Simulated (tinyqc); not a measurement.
Gupta-type many-body potential for a metal: one step, computed by the program tinyqc.

E_i = sum_j A exp(-p (r_ij/r0 - 1)) - xi rho_i^gamma, with rho_i = sum_j exp(-2 q (r_ij/r0 - 1)); gamma = 1/2 is the tight-binding second-moment form. The crystal is fcc unless stated; d is the neighbour distance and a fixed number of shells is kept.

Problem. Unrelaxed vacancy. Each neighbour j of the vacancy loses one repulsive term and one density term: E_v = sum_shells count x {-repulsion - xi [(rho - density)^gamma - rho^gamma]}. (The removed atom returns to a bulk-like site, so its own energy cancels.)

Inputs (values chosen for the exercise, modelled on nickel): hopping xi = 1.03 eV; embedding exponent gamma = 0.5.

Shells:
```
shell  count  r (angstrom)  repulsion (eV)    density
1         12      2.520097    2.998502e-02  0.9730370
2          6      3.563955    2.130315e-05  0.3649793
3         24      4.364936    8.176077e-08  0.1719861
```

density rho = 17.99399

repulsive energy = 0.3599500 eV

Give: vacancy energy E_v; ratio E_v/E_c, E_c = xi rho^gamma less the repulsive energy.

Solution.

vacancy energy E_v = 1.847 eV

ratio E_v/E_c, E_c = xi rho^gamma less the repulsive energy = 0.4607

A pair potential gives E_v = E_c; here the ratio is 0.46, as the remaining bonds of the neighbours strengthen when one is lost.
